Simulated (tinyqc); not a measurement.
Hole doping of the spin-split valence bands: two-band massive Dirac model of the K valleys.

Basis (conduction, valence): H = [[D/2, a t (tau kx - i ky)], [a t (tau kx + i ky), -D/2 + lam tau sz]], valley tau = +/-1, spin sz = +/-1. The gap of a spin and valley is G = D - lam tau sz. Berry curvature Omega = curl of i<u|grad u>; for the conduction band Omega_c = -tau 2 a^2 t^2 G/(G^2 + 4 a^2 t^2 k^2)^(3/2), and Omega_v = -Omega_c.

Values chosen for the exercise (near those used for monolayer WSe2; shifted at random, so the results belong to these values and not to a real crystal): a = 3.308 angstrom (lattice constant); D = 1.62 eV (gap parameter); t = 1.1 eV (effective hopping); lam = 0.235 eV (half the valence spin splitting).

The Fermi level lies E below the top of the valence band. kF for the upper and lower band of valley +1 from the two-band energy; each flavour holds kF^2/(4 pi) holes per area and both valleys count. Spin polarisation within one valley; Berry flux removed from valley +1, the sum of (1 - cos(theta_F))/2 with cos(theta_F) = G/sqrt(G^2 + 4 a^2 t^2 kF^2), in units of 2 pi.

Holes:

| E (meV) | kF upper (1/angstrom) | kF lower | p (1e12/cm^2) | spin polarisation in a valley | flux/2 pi |
|---|---|---|---|---|---|
| 58.8 | 0.0800 | 0.0000 | 10.20 | 1.000 | 0.0391 |
| 117.5 | 0.1155 | 0.0000 | 21.22 | 1.000 | 0.0725 |
| 235.0 | 0.1696 | 0.0000 | 45.76 | 1.000 | 0.1267 |
| 352.5 | 0.2151 | 0.0000 | 73.62 | 1.000 | 0.1687 |
| 446.5 | 0.2485 | 0.0000 | 98.30 | 1.000 | 0.1960 |
| 517.0 | 0.2725 | 0.0822 | 128.94 | 0.833 | 0.2378 |
| 705.0 | 0.3336 | 0.1926 | 236.14 | 0.500 | 0.3533 |
| 940.0 | 0.4063 | 0.2873 | 394.05 | 0.333 | 0.4561 |

Up to E = 2 lam = 470 meV, a density of 104.8e12/cm^2, only the upper band of this model is emptied and each valley is fully spin-polarised, oppositely in the two. Beyond it the polarisation falls, to 0.33 in the last row. The flux, times e^2/h, is in size the change of the Hall conductivity of one valley; the other valley cancels it in the charge current. Rows with kF above about 0.2 1/angstrom lie beyond the range of the model, and in real layers the valley at Gamma, close below in MoS2 and WS2, can take holes as well.

Program tinyqc; command `OMP_NUM_THREADS=1 python tinyqc.py 1481085 1481086 out.jsonl`; about 0.01 s on one thread of a shared Intel(R) Xeon(R) Processor @ 2.30GHz.
